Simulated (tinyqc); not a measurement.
Inside a calculation. Model: tunnelling through a gate dielectric, WKB transmission and Tsu-Esaki current.

Program tinyqc, `OMP_NUM_THREADS=1 python tinyqc.py 2540020 2540021 out.jsonl`; Intel Xeon 2.30GHz, shared host, one thread, about 0.01 s. Printed values are rounded.

Electrons leave the emitter at x = 0. Energies E (motion across the layers) are in eV from the emitter Fermi level; the collector Fermi level lies at -V and offers states at every E. No charge in the dielectric and no image force: F1 = V/t1, U = phi1 - F1 x. With C = hbar^2/(2 m0), kappa = sqrt(m (U - E)/C) where U > E and 0 elsewhere; T(E) = exp(-S), S = 2 times the integral of kappa over x.

Inputs (values chosen for the exercise); dielectric values close to those of silicon dioxide:

| symbol | value | unit | meaning |
|---|---|---|---|
| T | 300 | K | temperature |
| Ef | 0.26 | eV | Fermi energy of the emitter above its band bottom |
| me | 1 | m0 | emitter mass in the supply function |
| phi1 | 3.05 | eV | barrier of layer 1 above the emitter Fermi level at zero bias |
| m1 | 0.52 | m0 | tunnelling mass of layer 1 |
| t1 | 3.1 | nm | thickness of layer 1 |
| V | 0.4 | V | voltage across the dielectric |
| E | -0.17 | eV | energy of the electron followed |
| nc | 6 |  | cells in each layer |
| Ea | -0.26 | eV | lower end of the energy grid |
| Eb | 0.28 | eV | upper end of the energy grid |
| nE | 13 |  | points of the energy grid |

Constants: q = 1.602176634e-19 C, kB = 1.380649e-23 J/K, hbar = 1.054571817e-34 J s, m0 = 9.1093837015e-31 kg, Vt = kB T/q, hbar^2/(2 m0) = 0.0380998212 eV nm^2. Results are converted to the units shown.

## Fields and band edges

F1 = V/t1, U = phi1 - F1 x.

F1 = 1.29032 MV/cm
U at x = t1 = 2.65 eV

## WKB exponent by the midpoint rule

Cut each layer into nc equal cells, take U and kappa at the cell centres, and sum S = 2 sum kappa h.

| cell | x (nm) | U (eV) | kappa (1/nm) |
|---|---|---|---|
| 0 | 0.25833 | 3.01667 | 6.59490 |
| 1 | 0.77500 | 2.95000 | 6.52556 |
| 2 | 1.29167 | 2.88333 | 6.45546 |
| 3 | 1.80833 | 2.81667 | 6.38460 |
| 4 | 2.32500 | 2.75000 | 6.31294 |
| 5 | 2.84167 | 2.68333 | 6.24046 |

S = 39.7977
T(E) = 5.20082e-18

## WKB exponent in closed form

Each layer adds (2/F) sqrt(m/C) [G(u at its left edge) - G(u at its right edge)] to S, with u = U - E (0 where negative) and G(u) = (2/3) u^1.5. The slope follows from 1/d = -dS/dE.

S = 39.7975
T(E) = 5.20187e-18
energy d over which T(E) grows by a factor e = 0.15166 eV

The midpoint rule gives S = 39.798, so its T(E) is 0.020 % below this value. The band edge stays above E through the whole stack: direct tunnelling through a trapezoid.

## Current density on a coarse energy grid

J = J0 times the integral of T(E) N(E) dE, N = ln[(1 + exp(-E/Vt))/(1 + exp((-E - V)/Vt))], J0 = q^2 me m0 kB T/(2 pi^2 hbar^3) (times 1e-4 for A/cm^2 per eV), by Simpson's rule on nE equally spaced points from Ea to Eb.

| point | E (eV) | T(E) | N | T(E) N |
|---|---|---|---|---|
| 0 | -0.260000 | 2.88620e-18 | 10.0529 | 2.90146e-17 |
| 1 | -0.215000 | 3.87055e-18 | 8.31604 | 3.21876e-17 |
| 2 | -0.170000 | 5.20187e-18 | 6.57715 | 3.42135e-17 |
| 3 | -0.125000 | 7.00663e-18 | 4.84311 | 3.39339e-17 |
| 4 | -0.080000 | 9.45895e-18 | 3.13883 | 2.96901e-17 |
| 5 | -0.035000 | 1.27992e-17 | 1.58357 | 2.02685e-17 |
| 6 | 0.010000 | 1.73602e-17 | 0.518326 | 8.99826e-18 |
| 7 | 0.055000 | 2.36038e-17 | 0.112556 | 2.65676e-18 |
| 8 | 0.100000 | 3.21729e-17 | 0.0206812 | 6.65374e-19 |
| 9 | 0.145000 | 4.39650e-17 | 0.00365858 | 1.60850e-19 |
| 10 | 0.190000 | 6.02365e-17 | 6.42689e-4 | 3.87133e-20 |
| 11 | 0.235000 | 8.27518e-17 | 1.12758e-4 | 9.33096e-21 |
| 12 | 0.280000 | 1.13996e-16 | 1.97789e-5 | 2.25472e-21 |

J0 = 4.18366e8 A/(cm^2 eV)
J = 3.34544e-9 A/cm^2

The integrand peaks at E = -0.170 eV among these points. A converged quadrature from -Ef to above the barrier gives 3.344e-9 A/cm^2; this grid is 0.042 % above that.
